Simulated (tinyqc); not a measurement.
Mass anisotropy: shallow donor in an anisotropic valley (effective-mass theory).

One valley: H = -c [(d2/dx2 + d2/dy2)/mt + (d2/dz2)/ml] - q/(eps r), c = hbar^2/2m0, q = e^2/(4 pi eps0). Trial function exp(-sqrt((x^2 + y^2)/a^2 + z^2/b^2)) with a > b: T = (c/3)(2/(mt a^2) + 1/(ml b^2)), V = -(q/eps) atan(u/b)/u, u = sqrt(a^2 - b^2). The central cell of the impurity is left out.

Constants: hbar^2/2m0 = 3.80998211 eV angstrom^2; e^2/(4 pi eps0) = 14.39964547 eV angstrom; Ry = 13.60569312 eV; a0 (Bohr radius) = 0.5291772105 angstrom.

Parameters, chosen for this exercise (out of a larger set: near those of 3C SiC; not measured data): mt = 0.245 m0 (transverse mass); eps = 9.5 (dielectric constant); xs = (1.6, 1.9, 3.8, 6.7, 14, 17, 33, 270) (ratios ml/mt).

mt and eps fixed, ml varied. Energies in units of Ry*(mt) = Ry mt/eps^2 and lengths in a*(mt) = a0 eps/mt; the last two columns use one mass, 3/(1/ml + 2/mt) or (ml mt^2)^(1/3).

Results:
```
ml/mt   a/a*    b/a  binding  conductivity mass  density-of-states mass
1.60   0.908  0.846    1.162              1.143                   1.170
1.90   0.878  0.796    1.223              1.188                   1.239
3.80   0.777  0.624    1.477              1.326                   1.560
6.70   0.712  0.512    1.690              1.396                   1.885
14.0   0.646  0.397    1.962              1.448                   2.410
17.0   0.631  0.371    2.032              1.457                   2.571
33.0   0.588  0.296    2.262              1.478                   3.208
270    0.504  0.145    2.861              1.497                   6.463
```

The binding grows from 1.16 to 2.86 Ry*(mt); for ml going to infinity the exact problem becomes two-dimensional, with 4 Ry*. The conductivity mass saturates at 1.5 and underbinds, by 17 % at ml/mt = 6.7; the density-of-states mass errs by +12 % there and by +126 % in the last row. With these mt and eps one unit is 36.94 meV.

(tinyqc, `OMP_NUM_THREADS=1 python tinyqc.py 1280196 1280197 out.jsonl`, Intel(R) Xeon(R) Processor @ 2.30GHz, 1 thread, shared host, about 0.01 s.)
